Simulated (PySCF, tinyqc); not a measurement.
Starting guesses with DIIS over 6 matrices: SCF starting guesses in the sto-3g basis, for H6, spin multiplicity 1. Computed by the program tinyqc with PySCF. 

Geometry (angstrom):

| atom | x | y | z |
|---|---|---|---|
| H | 0.0000 | 0.0000 | 0.0000 |
| H | 0.0000 | 0.0000 | 1.1400 |
| H | 0.0000 | 0.0000 | 2.8640 |
| H | 0.0000 | 0.0000 | 4.0040 |
| H | 0.0000 | 0.0000 | 5.7280 |
| H | 0.0000 | 0.0000 | 6.8680 |

lowest restricted solution found by these runs and by PySCF = -3.068417 hartree

RHF with one setting changed at a time; a run stops when the energy changes by less than 1e-09 hartree and the error matrix is below 1e-5. Starts: the lowest orbitals of the core Hamiltonian, of the Wolfsberg-Helmholz matrix (K = 1.75), projected atomic densities, random orbitals, and the highest orbitals of the core Hamiltonian (a deliberately bad start).

Largest element of the error matrix X^T (FDS - SDF) X:

| iteration | core | Wolfsberg-Helmholz | atomic densities | random | highest core orbitals |
|---|---|---|---|---|---|
| 1 | 3.6e-01 | 1.5e-01 | 1.1e-02 | 3.0e-01 | 4.3e-02 |
| 2 | 2.5e-02 | 1.4e-02 | 3.2e-02 | 2.6e-01 | 3.2e-01 |
| 3 | 6.6e-03 | 3.9e-03 | 4.6e-02 | 7.5e-02 | 3.1e-01 |
| 4 | 1.7e-04 | 6.1e-05 | 9.6e-03 | 1.4e-02 | 3.2e-01 |
| 5 | 1.4e-05 | 3.5e-06 | 6.1e-03 | 8.9e-04 | 2.8e-01 |
| 6 | 3.8e-06 | 5.1e-07 | 2.3e-04 | 6.4e-05 | 1.6e-01 |
| 8 | - | - | 5.9e-09 | 4.0e-07 | 1.0e-01 |
| 10 | - | - | - | - | 1.2e-02 |
| 14 | - | - | - | - | 5.4e-08 |

How each run ends:

| run | iterations | E (hartree) | state |
|---|---|---|---|
| core | 6 | -3.06842 | lowest found |
| Wolfsberg-Helmholz | 6 | -3.06842 | lowest found |
| atomic densities | 8 | -3.06842 | lowest found |
| random | 8 | -3.06842 | lowest found |
| highest core orbitals | 14 | -3.06842 | lowest found |

5 of 5 runs reach the lowest restricted solution found, in 6 to 14 iterations (fastest: core, Wolfsberg-Helmholz). The first errors are 4e-01, 1e-01, 1e-02, 3e-01, 4e-02. The restricted reference is unstable here: a spin-polarised solution lies 0.0002 hartree lower (PySCF), so results built on it describe a poor reference.
